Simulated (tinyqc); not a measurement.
# Reflectance at normal incidence against thickness

Normal incidence on air, film (n1) and substrate (N2 = n2 - i k2): r01 = (1 - n1)/(1 + n1), r12 = (n1 - N2)/(n1 + N2), amplitude (r01 + r12 X)/(1 + r01 r12 X), X = exp(-4 pi i n1 d/lam), R its squared modulus, phase from 0 to 360 degrees.

Values chosen for this exercise:
```
symbol  value  unit                                  meaning
lam     546.1    nm                               wavelength
n1      1.669                  index of the transparent film
n2      4.086                         index of the substrate
k2      0.031        extinction coefficient of the substrate
```

Reflectance at normal incidence against thickness:
```
d (nm)	R (%)	phase of the reflected amplitude (degrees)
0	36.819	179.77
20	33.543	155.81
40	24.090	127.96
60	11.176	88.728
80	3.6310	9.1521
100	9.2920	279.92
120	22.102	237.26
140	32.421	208.28
160	36.726	183.98
```

R goes from 36.8 through a minimum of 3.63 (at d = 80 nm among the rows listed) to 36.7 %. At a quarter wave, d = 81.8 nm, R = 3.58 %; for a transparent substrate it would vanish for n1 = sqrt(n2) = 2.02.

Numbers from tinyqc (`OMP_NUM_THREADS=1 python tinyqc.py 2870185 2870186 out.jsonl`; about 0.01 s on one thread of a shared Intel Xeon 2.30GHz).
